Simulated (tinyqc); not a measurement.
# Worked calculation: undoped gate-all-around wire MOSFET, analytic charge model

Computed by the program tinyqc: `OMP_NUM_THREADS=1 python tinyqc.py 2460107 2460108 out.jsonl`, one thread of a shared Intel Xeon 2.30GHz, about 0.03 s for the whole run. Printed values are rounded.

An undoped round wire of radius R under an insulator shell and a surrounding gate; long channel, electrons only, n = ni exp((psi - V)/Vt) with V the quasi-Fermi potential (0 at the source, Vd at the drain), constant mobility, no quantisation. The radial Poisson equation gives n(r) = n(0)/(1 - (1 - b) r^2/R^2)^2 with b = Q0/(Q + Q0). Q is the electron charge per area of the wire surface.

Inputs (values chosen for the exercise); material values close to those of gallium arsenide:

| symbol | value | unit | meaning |
|---|---|---|---|
| T | 300 | K | temperature |
| Eg | 1.4 | eV | band gap |
| eps_r | 12.7 |  | relative permittivity of the semiconductor |
| Nc | 4.45e17 | cm^-3 | conduction-band density of states at T |
| Nv | 9.09e18 | cm^-3 | valence-band density of states at T |
| eox | 8.65 |  | relative permittivity of the gate insulator |
| tox | 2.9 | nm | insulator thickness |
| R | 6 | nm | wire radius |
| dphi | 0.14 | V | gate work function less that of the intrinsic body |
| Vg | 1.27 | V | gate voltage |

Constants: q = 1.602176634e-19 C, kB = 1.380649e-23 J/K, Vt = kB T/q, eps0 = 8.8541878128e-14 F/cm where lengths are in cm. Results are converted to the units shown.

Range of the model: In a wire this thin, quantum confinement raises the threshold; it is left out. The surface density at the source passes 0.3 Nc, where Boltzmann statistics fail.

## Constants of the wire

ni = sqrt(Nc Nv) exp(-Eg/(2 Vt)), Eg in volts; Cox = eps0 eox/(R ln(1 + tox/R)); Q0 = 4 eps0 eps_r Vt/R; V0 = dphi + Vt ln[8 eps0 eps_r Vt/(q ni R^2)].

ni = 3.499287e6 cm^-3
Cox = 3.237396 uF/cm^2
Q0 = 193.8007 nC/cm^2
V0 = 0.8579807 V

## Iteration 1: charge at the source by substitution

Q at the start = 0 nC/cm^2

With V = 0: u = Vg - V0 - Q/Cox, then Q(new) = (Q0/2)[sqrt(1 + 4 exp(u/Vt)) - 1], the root of Vt ln[(Q/Q0)(1 + Q/Q0)] = u.

u = 0.4120193 V
Q after iteration 1 = 5.598741e5 nC/cm^2

## Iteration 2: charge at the source by substitution

As before.

u = -172.5276 V
Q after iteration 2 = 0 nC/cm^2

## Course of the iteration: charge at the source by substitution

Stop when Q changes by less than 1e-8 nC/cm^2, or after 30 iterations.

Course of the iteration:

| iteration | Q (nC/cm^2) | \|change\| (nC/cm^2) |
|---|---|---|
| 1 | 5.598741e5 | 5.60e5 |
| 2 | 0 | 5.60e5 |
| 3 | 5.598741e5 | 5.60e5 |
| 4 | 0 | 5.60e5 |
| 5 | 5.598741e5 | 5.60e5 |
| 6 | 0 | 5.60e5 |
| 7 | 5.598741e5 | 5.60e5 |
| 8 | 0 | 5.60e5 |
| 9 | 5.598741e5 | 5.60e5 |
| ... | ... | ... |
| 22 | 0 | 5.60e5 |
| 23 | 5.598741e5 | 5.60e5 |
| 24 | 0 | 5.60e5 |
| 25 | 5.598741e5 | 5.60e5 |
| 26 | 0 | 5.60e5 |
| 27 | 5.598741e5 | 5.60e5 |
| 28 | 0 | 5.60e5 |
| 29 | 5.598741e5 | 5.60e5 |
| 30 | 0 | 5.60e5 |

Not converged within 30 iterations. The value swings between 0 and 5.599e5 for good. At the solution, 1039 nC/cm^2, dQ(new)/dQ = -6.73: the semiconductor capacitance exceeds Cox, so substitution overshoots. A rerun with Newton steps on the same equation from Q = 19 nC/cm^2 converges in 6 iterations.
